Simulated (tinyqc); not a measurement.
Finnis-Sinclair potential for a bcc metal: fit to cohesion and elasticity, then vacancy, surfaces and structure: one step, computed by the program tinyqc. Command: `OMP_NUM_THREADS=1 python tinyqc.py 3110513 3110514 out.jsonl fsfit walk`. One thread of a shared host (Intel(R) Xeon(R) Processor @ 2.30GHz), about 0.01 s of CPU time with the checks.

E = (1/2) sum V(r) - A sqrt(rho), rho = sum phi(r), phi = (r - d)^2 for r < d, V = (r - c)^2 (c0 + c1 r + c2 r^2) for r < c. In bcc the 8 first neighbours lie at sqrt(3) a/2 and the 6 second at a; both cut-offs lie below the third shell; Omega = a^3/2; E is per atom and z the number of atoms in a shell. The four constants A, c0, c1, c2 are fitted to E_c, zero pressure, B and C12 - C44 alone, so C44 and C11 - C12 are not matched singly; defects are unrelaxed.

Question. Three linear equations for c0, c1, c2. With v_k = (r - c)^2 r^k the rows are (1/2) sum z v_k, (1/2) sum z r v_k' and (1/2) sum z r^2 v_k''. With rho1 = sum z r phi' and rho2 = sum z r^2 phi'' the right-hand sides are: -E_c + A sqrt(rho) (cohesion); A rho1/(2 sqrt(rho)) (zero pressure); 9 B Omega + A [rho2/(2 sqrt(rho)) - rho1^2/(4 rho^(3/2))] with B = (C11 + 2 C12)/3.

Inputs (values chosen for the exercise, modelled on tungsten):
```
quantity             value      unit
lattice constant a   3.165  angstrom
cohesive energy E_c   8.87        eV
target C11             527       GPa
target C12             202       GPa
pair cut-off c/a      1.02         -
```

rho = 29.97711 angstrom^2

A = 1.870177 eV/angstrom

rho1 = -117.2786 angstrom^2

rho2 = 240.4134 angstrom^2

Constants: 1 eV/angstrom^3 = 160.2176634 GPa.

Give: matrix; right-hand side.

Answer.

matrix:
```
                 c0     c1     c2
cohesion        1.0    2.6    7.3
pressure      -11.9  -30.5  -77.8
bulk modulus  120.2  288.8  698.8
```

right-hand side (eV): 1.4  -20.0  278.2
